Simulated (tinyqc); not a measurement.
Low-temperature mobility of a two-dimensional electron gas with static screening: one step, computed by the program tinyqc. Command: `OMP_NUM_THREADS=1 python tinyqc.py 3010004 3010005 out.jsonl twodeg walk`. One thread of a shared host (Intel(R) Xeon(R) Processor @ 2.30GHz), about 0.02 s of CPU time with the checks.

One subband is filled, the gas is degenerate and scatters at the Fermi circle; one permittivity serves on both sides of the interface. All formulas are in SI units, masses times m_0. Piezoelectric and polar phonons are left out, and n_s is taken as set by a gate, independent of N_i.

Problem. Fermi circle, screening and layer thickness. k_F = sqrt(2 pi n_s/g_v); E_F = hbar^2 k_F^2/(2 m); q_TF = g_v m e^2/(2 pi eps eps_0 hbar^2); Fang-Howard parameter b = [12 m_z e^2 (N_d + 11 n_s/32)/(eps eps_0 hbar^2)]^(1/3), mean depth 3/b; effective field F = e (N_d + n_s/2)/(eps eps_0).

Inputs (values chosen for the exercise, modelled on an InAs channel):

| quantity | value | unit |
|---|---|---|
| in-plane mass m | 0.0293 | m_0 |
| mass across the layer m_z | 0.0298 | m_0 |
| permittivity eps | 15.2 | - |
| valley degeneracy g_v | 1 | - |
| sheet density n_s | 2e+11 | 1/cm^2 |
| depletion charge N_d | 9.6e+10 | 1/cm^2 |
| temperature T | 77 | K |

Wave function: ideal sheet. Roughness spectrum: exponential.

Constants: m_0 = 9.1093837015e-31 kg; e = 1.602176634e-19 C; eps_0 = 8.8541878128e-12 F/m; hbar = 1.054571817e-34 J s.

Give: k_F; E_F; q_TF; b; mean depth; effective field F.

Solution.

k_F = 0.1121 1/nm

E_F = 16.34 meV

q_TF = 0.07285 1/nm

b = 0.2096 1/nm

mean depth = 14.32 nm

effective field F = 0.02333 MV/cm

q_TF/(2 k_F) = 0.32: screening is weak for back-scattering. Caution: k_B T exceeds a quarter of E_F, so scattering at the Fermi circle alone and zero-temperature screening are rough.
